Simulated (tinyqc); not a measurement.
## Thin-film resistivity, exact integral against the thick limit

Fuchs-Sondheimer for a film of thickness d, k = d/lam: rho0/rho = 1 - (3 (1 - ps)/(2 k)) int_1^infinity (t^-3 - t^-5)(1 - exp(-k t))/(1 - ps exp(-k t)) dt; thick limit rho/rho0 = 1 + 3 (1 - ps)/(8 k).

Parameters, values chosen for the exercise; metal values close to those of copper:
- rho0 = 1.7 uohm cm (bulk resistivity)
- lam = 39.9 nm (bulk mean free path)
- ps = 0.2 (specular share of surface scattering)

Thin-film resistivity, exact integral against the thick limit:
```
d (nm),k,"rho/rho0, exact",thick limit,error of the limit (%),rho (uohm cm)
2,0.05013,6.001,6.985,16.4,10.20
3.9,0.09774,3.887,4.069,4.68,6.608
7.5,0.1880,2.664,2.596,-2.54,4.528
15,0.3759,1.902,1.798,-5.48,3.234
28,0.7018,1.501,1.427,-4.91,2.552
55,1.378,1.253,1.218,-2.83,2.130
110,2.757,1.121,1.109,-1.06,1.905
210,5.263,1.060,1.057,-0.323,1.803
400,10.03,1.031,1.030,-0.0895,1.752
```

rho/rho0 falls from 6.00 to 1.03. The error of the thick limit goes from 16 through a minimum of -5.5 (at d = 15 nm among the rows listed) to -0.090 %; it stays within 5 % for k of 0.7018 and above among the rows listed. The change of sign at small k is a crossing of two different laws, not agreement.

Numbers from tinyqc (`OMP_NUM_THREADS=1 python tinyqc.py 2100139 2100140 out.jsonl`; about 0.01 s on one thread of a shared Intel Xeon 2.30GHz).
